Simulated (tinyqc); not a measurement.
Bulk transistor, scale length and short-channel effects: two steps of the calculation.

A gate, an insulator of thickness ti and a depleted layer of depth ts on a conducting body. Below threshold the potential that source and drain add obeys Laplace's equation and vanishes on the gate and at the bottom of the depleted layer. Its lowest mode decays along the channel as exp(-k y); k is the smallest positive root of the matching condition at the interface, and the scale length is Lambda = pi/k.

Values chosen for this exercise; permittivities: semiconductor made up, insulator close to that of aluminium oxide: relative permittivity of the semiconductor eps_r = 9.38; relative permittivity of the insulator ei = 9.43; insulator thickness ti = 5.7 nm; depletion depth ts = 20 nm.

Question 1. Scan of the matching condition. f(k) = eps_r sin(k ti) cos(k ts) + ei cos(k ti) sin(k ts).

k, point 0 to 7 (1/nm): 0.02375  0.0475  0.07125  0.095  0.11875  0.1425  0.16625  0.19

Find: f(k).

Answer 1.

f(k), point 0 to 7: 5.399  8.850  9.109  6.084  0.867  -4.656  -8.493  -9.258

The first change of sign lies between k = 0.11875 and 0.1425 1/nm.

Question 2. Decay constant by Newton steps. f(k) = eps_r sin(k ti) cos(k ts) + ei cos(k ti) sin(k ts); f' by a central difference with +/- 1e-5 1/nm; k(new) = k - f/f'.

k after iteration 1 = 0.12031085 1/nm

Wanted: f; f'; k after iteration 2.

Answer 2.

f = 0.49105
f' = -241.46 nm
k after iteration 2 = 0.12234 1/nm

tinyqc, about 0.01 s, one thread, Intel Xeon 2.30GHz (shared host): `OMP_NUM_THREADS=1 python tinyqc.py 2420063 2420064 out.jsonl`
